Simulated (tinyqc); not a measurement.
Comparisons within one model: conduction-band anticrossing with a localised impurity level. A value that a table varies takes the place of the one given here.

Host conduction band EM(k) = Eg - al x + c k^2/mM, c = hbar^2/2m0, coupled to a flat level EI by V = C sqrt(x): H = [[EM, V], [V, EI]], E+/- = (EM + EI)/2 +/- sqrt((EM - EI)^2/4 + V^2). The host weight of a state at E is f = 1/(1 + V^2/(E - EI)^2), and its mass at k = 0 is mM/f. The gap is E-(0), the valence top staying at 0.

Constants: hbar^2/2m0 = 3.80998211 eV angstrom^2.

Parameters, chosen for this exercise (host near InP; shifted at random, so the results belong to these values and not to a real crystal):

| symbol | value | unit | meaning |
|---|---|---|---|
| Eg | 1.396 | eV | gap at Gamma to the s-like level |
| mM | 0.078 | m0 | mass of the host band |
| EI | 1.673 | eV | impurity level, from the valence top of the host |
| C | 2.45 | eV | coupling |
| al | 1.47 | eV | linear shift of the host edge |
| x | 0.0064 |  | impurity fraction |
| aM | 88 | meV/GPa | pressure coefficient of the host edge |
| aI | 19 | meV/GPa | pressure coefficient of the level |

## Impurity fraction

The last column is the bowing that a quadratic law would need at that x, (Eg - gap)/(x (1 - x)), with equal end gaps.

Results:

| x (%) | E- (eV) | E+ (eV) | gap (eV) | host weight of E- | mass of E- | bowing (eV) |
|---|---|---|---|---|---|---|
| 0.1 | 1.3744 | 1.6931 | 1.3744 | 0.937 | 0.0833 | 21.6 |
| 0.2 | 1.3553 | 1.7108 | 1.3553 | 0.894 | 0.0873 | 20.4 |
| 0.5 | 1.3067 | 1.7549 | 1.3067 | 0.817 | 0.0954 | 17.9 |
| 1.0 | 1.2420 | 1.8123 | 1.2420 | 0.756 | 0.1032 | 15.6 |
| 2.0 | 1.1410 | 1.8986 | 1.1410 | 0.702 | 0.1111 | 13.0 |
| 3.0 | 1.0587 | 1.9662 | 1.0587 | 0.677 | 0.1152 | 11.6 |
| 5.0 | 0.9226 | 2.0729 | 0.9226 | 0.652 | 0.1196 | 10.0 |
| 8.0 | 0.7552 | 2.1962 | 0.7552 | 0.637 | 0.1225 | 8.7 |

How do the results move?

The apparent bowing falls from 21.6 to 8.7 eV, so no single constant describes the gap: the part from the coupling goes as x while V is small against |EM - EI| and as sqrt(x) beyond (V = |Eg - EI| near x = 1.28 %), with the linear term al x on top; the fall of the gap goes as the power 0.92 of x between the first two rows and 0.64 between the last two. The mass of E- goes from 0.0833 to 0.1225, higher although the gap falls, against the usual k.p trend; with al = 0 the weight tends to 1/2 at large x.

## Pressure

Eg and EI move linearly with pressure; V is kept. The slope of E- is f aM + (1 - f) aI.

Results:

| P (GPa) | EM (eV) | EI (eV) | E- (eV) | E+ (eV) | host weight of E- | slope of E- (meV/GPa) |
|---|---|---|---|---|---|---|
| 0 | 1.3866 | 1.6730 | 1.2871 | 1.7725 | 0.795 | 73.9 |
| 1 | 1.4746 | 1.6920 | 1.3592 | 1.8074 | 0.743 | 70.2 |
| 2 | 1.5626 | 1.7110 | 1.4272 | 1.8464 | 0.677 | 65.7 |
| 3 | 1.6506 | 1.7300 | 1.4903 | 1.8903 | 0.599 | 60.3 |
| 4 | 1.7386 | 1.7490 | 1.5477 | 1.9399 | 0.513 | 54.4 |
| 5 | 1.8266 | 1.7680 | 1.5991 | 1.9955 | 0.426 | 48.4 |
| 6 | 1.9146 | 1.7870 | 1.6447 | 2.0569 | 0.345 | 42.8 |
| 7 | 2.0026 | 1.8060 | 1.6850 | 2.1236 | 0.276 | 38.0 |
| 8 | 2.0906 | 1.8250 | 1.7210 | 2.1945 | 0.220 | 34.1 |

How do the results move?

The unmixed levels cross at 4.15 GPa, where E+ - E- has its minimum 2V = 0.392 eV and the weights are 1/2. The slope of E- falls from 74 to 34 meV/GPa, between the limits aM = 88 and aI = 19, as the state turns impurity-like. The X valleys, which pass below the Gamma edge of the host at high pressure, are left out.

## What each parameter does

At k = 0. Each row changes one parameter from the base and keeps the others.

Results:

| case | E- (eV) | E+ (eV) | gap (eV) | mass (m0) |
|---|---|---|---|---|
| base | 1.2871 | 1.7725 | 1.2871 | 0.0981 |
| EI = 1.723 eV | 1.2965 | 1.8131 | 1.2965 | 0.0945 |
| al = 1.97 eV | 1.2845 | 1.7719 | 1.2845 | 0.0979 |
| Eg = 1.446 eV | 1.3259 | 1.7837 | 1.3259 | 0.1029 |
| C = 2.0825 eV | 1.3101 | 1.7495 | 1.3101 | 0.0944 |
| x = 0.00736 | 1.2744 | 1.7838 | 1.2744 | 0.0997 |
| mM = 0.0897 m0 | 1.2871 | 1.7725 | 1.2871 | 0.1128 |

What can be read from the table?

The largest shifts from the base row, up to three for each result and ties (the steps differ in size, so this ranks the rows, not the parameters). E- (eV): Eg +0.0389, C +0.0231, x -0.0127; unchanged at the printed digits by mM. E+ (eV): EI +0.0405, C -0.0231, x +0.0113; unchanged at the printed digits by mM. gap (eV): Eg +0.0389, C +0.0231, x -0.0127; unchanged at the printed digits by mM. mass (m0): mM +0.0147, Eg +0.0048, C -0.0037.

Program tinyqc; command `OMP_NUM_THREADS=1 python tinyqc.py 1050289 1050290 out.jsonl`; about 0.01 s on one thread of a shared Intel(R) Xeon(R) Processor @ 2.30GHz.
